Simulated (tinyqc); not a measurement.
Worked calculation: valley splitting of a silicon quantum well in envelope theory. Values are carried at full precision from step to step, so a last printed digit may differ when a step is redone from the rounded ones.

Constants: hbar^2/2m0 = 3.80998211 eV angstrom^2; kB = 8.617333262e-05 eV/K.

Values chosen for the exercise (near those of a strained Si well in SiGe; not measured data): k0 = 0.847 2 pi/a (valley position); a = 5.431 angstrom (lattice constant); ml = 0.925 m0 (mass along z); F = 5 mV/nm (field pressing towards the upper interface); w = 0.9 angstrom (interface width parameter); L = 88 angstrom (well width); V0 = 0.2 eV (conduction offset); C0 = 0.257 (Bloch overlap factor); Yb = 0.3 (Ge share of the barrier); Yw = 0.02 (Ge share of the well); ad = 110 angstrom (dot radius).

## Wave number and lengths

q = 2 k0 (2 pi/a), its wavelength, the field length (c/(ml e F))^(1/3) with c = hbar^2/2m0 and 1 mV/nm = 1e-4 eV/angstrom, and the damping factor y/sinh(y), y = pi q w, of a step smoothed as 1/(1 + exp(z/w)).

q = 1.9598 1/angstrom
wavelength = 3.206 angstrom
field length = 20.2 angstrom
damping factor = 0.0435

## The envelope

The well lies at 0 < z < L; U(z) = V0 [1/(1 + exp(z/w)) + 1/(1 + exp((L - z)/w))] - e F z, 1 mV/nm = 1e-4 eV/angstrom. The envelope psi solves -(c/ml) psi'' + U psi = E psi, c = hbar^2/2m0, by three-point differences on a grid of 0.1 angstrom from -40 to L + 40 angstrom. The two valleys at +/- k0 couple through D = C0 times the integral of exp(-i q z) U(z) psi^2, q = 2 k0 (2 pi/a), and split by Ev = 2|D|.

Two lowest levels, mean position, and psi^2 at both interfaces.

levels (meV): -22.45  -3.66

<z> = 60.9 angstrom
psi^2 at z = 0 and L (1/angstrom): 1.31e-05  0.00223

The field makes psi^2 at the upper interface 170 times that at the lower one. The orbital spacing is 18.8 meV.

## Contributions to the coupling

Split D into the lower barrier, the upper barrier and the field term.

Parts of D (micro-eV):
```
part             real  imaginary   size
lower barrier   0.016      0.005  0.017
upper barrier  -2.897      0.347  2.918
field term     -0.018     -0.001  0.018
```

## Valley splitting and phase

The inter-valley coupling D is the sum of the complex parts; Ev = 2|D|, the valley phase is arg D, and kB T equals Ev at T = Ev/kB.

Ev = 5.84 micro-eV
phase = 3.02 rad
T = 0.068 K

The upper barrier gives the largest part.

## Alloy disorder

Random alloy: with Y(z) = Yw + (Yb - Yw) B(z), B the bracket in U, and in-plane density exp(-r^2/ad^2)/(pi ad^2), D gains a random complex part of variance sigma^2 = (C0^2/pi)(a^2 V0/(8 ad (Yb - Yw)))^2 (4/a) times the integral of psi^4 Y (1 - Y). Alone it gives a mean splitting sqrt(pi) sigma; together with the smooth part the rms splitting is 2 sqrt(|D|^2 + sigma^2).

Give the integral, sigma, the mean splitting from disorder alone and the rms total.

integral = 0.000409 1/angstrom
sigma = 60.2 micro-eV
sqrt(pi) sigma = 106.7 micro-eV
rms splitting = 120.6 micro-eV

|D|/sigma = 0.05: disorder dominates, so the splitting scatters from dot to dot down to zero.

## Checks

- Lowest level for sharp walls and no field against the square well, meV: both 4.3.
- Size of one barrier part in that case against C0 V0 psi(0)^2/sqrt(q^2 + 4 kappa^2), micro-eV: both 11.

Program tinyqc; command `OMP_NUM_THREADS=1 python tinyqc.py 1280579 1280580 out.jsonl`; about 0.07 s on one thread of a shared Intel(R) Xeon(R) Processor @ 2.30GHz.
